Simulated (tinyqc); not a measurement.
From results back to parameters: phonon-assisted absorption at an indirect gap. Three cases, with inputs chosen for the exercise.

Problem. A slab transmits Tr = (1 - R)^2 x/(1 - R^2 x^2) with x = exp(-alpha d) and R = ((nr - 1)/(nr + 1))^2.

Find: x; alpha.

Method. Tr R^2 x^2 + (1 - R)^2 x - Tr = 0; take the positive root, then alpha = -ln(x)/d.

Case 1.

Values chosen (out of a larger set: loosely those of SiC at room temperature; Eg is not tied to T; not measured data): nr = 2.77 (refractive index); d = 68 micrometre (thickness).

Tr = 0.0378534

Solution.

x = 0.06227
alpha = 408 1/cm

Case 2.

Values chosen (out of a larger set: loosely those of AlAs at room temperature; Eg is not tied to T; not measured data): nr = 3.08 (refractive index); d = 14 micrometre (thickness).

Tr = 0.546228

Solution.

x = 0.9380
alpha = 45.7 1/cm

Case 3.

Values chosen (out of a larger set: loosely those of Si at room temperature; Eg is not tied to T; not measured data): nr = 3.54 (refractive index); d = 27 micrometre (thickness).

Tr = 0.0438217

Solution.

x = 0.09277
alpha = 881 1/cm

Computed by tinyqc, one run a case: `OMP_NUM_THREADS=1 python tinyqc.py N N+1 out.jsonl` with N = 1650679, 1650771, 1650790; one thread of a shared Intel(R) Xeon(R) Processor @ 2.30GHz, about 0.01 s a run at most.
